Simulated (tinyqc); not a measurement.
Trading HF for NH4F at fixed fluoride: speciation in dilute and buffered hydrofluoric acid, oxide etch rate and bath loading. Computed by tinyqc, a small Python program. Command: `OMP_NUM_THREADS=1 python tinyqc.py 3120392 3120393 out.jsonl hfetch walk`. One thread of a shared host (Intel(R) Xeon(R) Processor @ 2.30GHz), about 0.01 s of CPU time with the checks.

Concentrations stand for activities, NH4+ and Cl- are spectators, and water ionisation is neglected. H, F and HF2 denote the ions H+, F- and HF2-. The base temperature is 298 K.

Inputs (values chosen for the exercise, of the order of those for thermal oxide at room temperature):

| quantity | value | unit |
|---|---|---|
| HF added | 0.35 | mol/L |
| NH4F added | 1.4 | mol/L |
| K1 = [H][F]/[HF] | 0.000689 | mol/L |
| K2 = [HF2]/([HF][F]) | 3.57 | L/mol |
| K3 = [H2F2]/[HF]^2 | 2.62 | L/mol |
| rate constant of neutral HF k_a | 14 | nm L/(min mol) |
| rate constant of HF2 k_b | 57 | nm L/(min mol) |

Method:
- Fluoride balance: [HF] + [F] + 2 [HF2] + 2 [H2F2] = HF added + NH4F added. Acid balance: [H] + [HF] + [HF2] + 2 [H2F2] = HF added + HCl added. For a trial [H], [HF] = [H][F]/K1, and the fluoride balance is a quadratic in [F].
- Rate = k_a ([HF] + 2 [H2F2]) + k_b [HF2], an empirical two-term form.
- Total fluoride is held at HF + NH4F added, without HCl; x is the share added as HF.

Against x:

| x | pH | [F] (mol/L) | [HF] (mol/L) | [HF2] (mol/L) | rate (nm/min) |
|---|---|---|---|---|---|
| 0.05 | 5.2496 | 1.5889 | 0.01298 | 0.07363 | 4.391 |
| 0.15 | 4.6144 | 1.2809 | 0.04518 | 0.20660 | 12.558 |
| 0.30 | 4.0578 | 0.8766 | 0.11138 | 0.34853 | 22.336 |
| 0.40 | 3.7620 | 0.6599 | 0.16568 | 0.39030 | 26.581 |
| 0.50 | 3.4993 | 0.4866 | 0.22373 | 0.38868 | 28.959 |
| 0.60 | 3.2548 | 0.3492 | 0.28184 | 0.35136 | 29.801 |
| 0.75 | 2.8795 | 0.1906 | 0.36496 | 0.24827 | 29.032 |
| 0.90 | 2.3602 | 0.0697 | 0.44115 | 0.10971 | 26.706 |
| 1.00 | 1.5218 | 0.0110 | 0.48225 | 0.01902 | 24.897 |

[HF2] is largest at x = 0.4 and the rate at x = 0.6 among these rows; HF2 needs both HF and F. At its best the mixture etches 1.20 times as fast as HF alone.

Extremes, crossings and ranges named in words are read from the listed rows.
